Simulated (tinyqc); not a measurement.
## Transfer length from front and end resistance

Inverse problem. A contact of length d and width W has Rc = (Rsh Lt/W) coth(d/Lt) and Re = (Rsh Lt/W)/sinh(d/Lt), with Rsh the sheet resistance under the metal and Lt = sqrt(rc/Rsh). Find Lt, Rsh and rc.

Values chosen for this exercise: contact length d = 0.073 um; contact width W = 86 um.

Rc = 28.917293 ohm
Re = 28.548839 ohm

Solution. Rc/Re = cosh(d/Lt) gives Lt, and Re then gives Rsh.

Lt = 0.4549 um
Rsh = 870.0 ohm/sq
rc = 1.800e-6 ohm cm^2

tinyqc, about 0.01 s, one thread, Intel Xeon 2.30GHz (shared host): `OMP_NUM_THREADS=1 python tinyqc.py 2760160 2760161 out.jsonl`
